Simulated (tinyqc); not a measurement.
Inside a calculation. Method: tight binding, honeycomb lattice. Computed by tinyqc, a small Python program that keeps every step. Settings: t1 = 2.14, t2 = 0.14, phi = 0, delta = 0.42, points = 6. Command: `OMP_NUM_THREADS=1 python tinyqc.py 25395 25396 out.jsonl` (the two numbers bound the seeds that draw the settings). One thread of a shared host (Intel(R) Xeon(R) Processor @ 2.60GHz), about 0.01 s of CPU time with the checks.

## Bloch Hamiltonian at k

Parameters chosen for this model:
```
parameter     value                        unit
t1         2.140000                 eV, nearest
t2         0.140000       eV, second neighbours
phi               0  rad, phase of t2 (Haldane)
delta      0.420000          eV, +/- on A and B
```

k point k (fractions of the reciprocal vectors): [0.0900, -0.0500]

H_AB = -t1 (1 + exp(-i k.a1) + exp(-i k.a2)); H_AA = delta - 2 t2 sum cos(k.b + phi), H_BB = -delta - 2 t2 sum cos(k.b - phi), b = a1, a2 - a1, -a2.

H(k) at k (eV), order A, B:
$$\begin{pmatrix}
-0.2612 & -5.9821+0.4854i \\
-5.9821-0.4854i & -1.1012
\end{pmatrix}$$

## Levels at k

Diagonalise the Hermitian matrix.

eigenvalues (eV): [-6.6976, 5.3353]

weights |c|^2 of the basis functions, order A, B:
$$\begin{pmatrix}
0.4651 & 0.5349 \\
0.5349 & 0.4651
\end{pmatrix}$$

## Bloch Hamiltonian at K

k point K (fractions of the reciprocal vectors): [0.3333, 0.6667]

As before.

H(k) at K (eV), order A, B:
$$\begin{pmatrix}
0.8400 & 0.0000 \\
0.0000 & 0.0000
\end{pmatrix}$$

## Levels at K

As before.

eigenvalues (eV): [0.0000, 0.8400]

weights |c|^2 of the basis functions, order A, B:
$$\begin{pmatrix}
0.0000 & 1.0000 \\
1.0000 & 0.0000
\end{pmatrix}$$

## Bands along a path

The same steps at evenly spaced points between the labelled ones.

Bands along the path (eV):
```
k           band 1  band 2
G          -7.2737  5.5937
G-K 0.25   -6.4866  5.2367
G-K 0.50   -4.4406  4.1606
G-K 0.75   -1.9008  2.4608
K                0  0.8400
K-M 0.25   -0.5849  1.3769
K-M 0.50   -1.2769  1.9669
K-M 0.75   -1.7395  2.3363
M          -1.9008  2.4608
M-K' 0.25  -1.7395  2.3363
M-K' 0.50  -1.2769  1.9669
M-K' 0.75  -0.5849  1.3769
K'               0  0.8400
```

With 1 band(s) filled, the highest filled level on these points lies at K and the lowest empty one at K: a gap of 0.8400 eV, direct.

## Chern number of the lower band

On a 6 x 6 mesh, the phase of the product of overlaps around each plaquette (k1 then k2); the sum over 2 pi is an integer.

plaquette phases (rad):
$$\begin{pmatrix}
0.0000 & -0.0084 & -0.0416 & 0.0000 & 0.0176 & 0.0055 \\
0.0084 & 0.0000 & -0.0416 & -0.8257 & 0.0000 & 0.0176 \\
0.0416 & 0.0416 & 0.0000 & -0.8257 & -0.8257 & 0.0000 \\
0.0000 & 0.8257 & 0.8257 & 0.0000 & -0.0416 & -0.0416 \\
-0.0176 & 0.0000 & 0.8257 & 0.0416 & 0.0000 & -0.0084 \\
-0.0055 & -0.0176 & 0.0000 & 0.0416 & 0.0084 & 0.0000
\end{pmatrix}$$

Chern number = 0.0000
